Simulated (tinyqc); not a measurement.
Hubbard ring of 4 sites, step by step. Computed by tinyqc, a small Python program that keeps every step. Settings: hopping = 1.38, U = 4.3, mixing = 0.2, iteration cap = 58. Command: `OMP_NUM_THREADS=1 python tinyqc.py 20214 20215 out.jsonl` (the two numbers bound the seeds that draw the settings). One thread of a shared host (Intel(R) Xeon(R) Processor @ 2.60GHz), about 0.3 s of CPU time with the checks.

one-body matrix (hopping and site energies) (eV):
```
,1,2,3,4
1,0.000000,-1.380000,0.000000,-1.380000
2,-1.380000,0.000000,-1.380000,0.000000
3,0.000000,-1.380000,0.000000,-1.380000
4,-1.380000,0.000000,-1.380000,0.000000
```

U = 4.300000 eV

electrons, up and down: 3  1

n(up) at the start (a guess, not normalised): 1 0.800000, 2 0.700000, 3 0.800000, 4 0.700000

n(down) at the start (a guess): 1 0.200000, 2 0.300000, 3 0.200000, 4 0.300000

Each step fills the lowest levels of T + U n(other spin) and sets n(new) = n + mixing (n(out) - n); stop when output and input agree to 1e-8.

Course of the cycle:
```
iteration,E (eV),largest |n(out) - n(in)|,mean |n_up - n_down|
1,-2.28481160,3.06e-02,0.500000
2,-2.28714551,2.68e-02,0.500000
3,-2.28894518,2.35e-02,0.500000
4,-2.29033273,2.07e-02,0.500000
5,-2.29140244,1.81e-02,0.500000
6,-2.29222706,1.59e-02,0.500000
7,-2.29286272,1.40e-02,0.500000
8,-2.29335269,1.23e-02,0.500000
9,-2.29373035,1.08e-02,0.500000
10,-2.29402144,9.45e-03,0.500000
11,-2.29424579,8.29e-03,0.500000
...,...,...,...
48,-2.29499995,6.70e-05,0.500000
49,-2.29499996,5.88e-05,0.500000
50,-2.29499997,5.16e-05,0.500000
51,-2.29499998,4.53e-05,0.500000
52,-2.29499998,3.98e-05,0.500000
53,-2.29499999,3.49e-05,0.500000
54,-2.29499999,3.07e-05,0.500000
55,-2.29499999,2.69e-05,0.500000
56,-2.29499999,2.36e-05,0.500000
57,-2.29500000,2.08e-05,0.500000
58,-2.29500000,1.82e-05,0.500000
```

Can the last value be used, and what does the course show?

Not by the stop rule, although the second column moves by less than 1e-07 over the last three steps. Not converged within 58 iterations: the residual falls steadily but slowly, by a factor of about 0.88 a step. The lowest mean-field energy found from random starts is -2.29500 eV. Reruns (cap 100 unless said): mixing 0.5: converged in 42 (E = -2.29500); mixing 0.9: converged in 20 (E = -2.29500); the original settings with a cap of 400: converged in 116 (E = -2.29500).
